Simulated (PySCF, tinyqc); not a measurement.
Inside a calculation. Method: RKS/LDA (PW92) in the sto-3g basis, for BeH+, spin multiplicity 1. The lowest restricted solution is unstable here: a spin-polarised one lies 0.0006 hartree lower (PySCF). One step of it, computed by the program tinyqc.

Question. Orthogonalisation. S = U s U^T; symmetric (Loewdin) form X = U s^(-1/2) U^T, so that X^T S X = 1.

overlap S, lower triangle:
```
,1Be 1s,1Be 2s,1Be 2px,1Be 2py,1Be 2pz,2H 1s
1Be 1s,1.000000
1Be 2s,0.259517,1.000000
1Be 2px,0.000000,0.000000,1.000000
1Be 2py,0.000000,0.000000,0.000000,1.000000
1Be 2pz,0.000000,0.000000,0.000000,0.000000,1.000000
2H 1s,0.008603,0.170046,0.000000,0.000000,0.238855,1.000000
```

Give: eigenvalues of S; X.

Answer.

eigenvalues of S: 0.6552  0.8181  1.0000  1.0000  1.1735  1.3532

X, lower triangle:
```
,1Be 1s,1Be 2s,1Be 2px,1Be 2py,1Be 2pz,2H 1s
1Be 1s,1.0270
1Be 2s,-0.1377,1.0391
1Be 2px,0.0000,0.0000,1.0000
1Be 2py,0.0000,0.0000,0.0000,1.0000
1Be 2pz,-0.0029,0.0169,0.0000,0.0000,1.0229
2H 1s,0.0139,-0.0931,0.0000,0.0000,-0.1264,1.0348
```
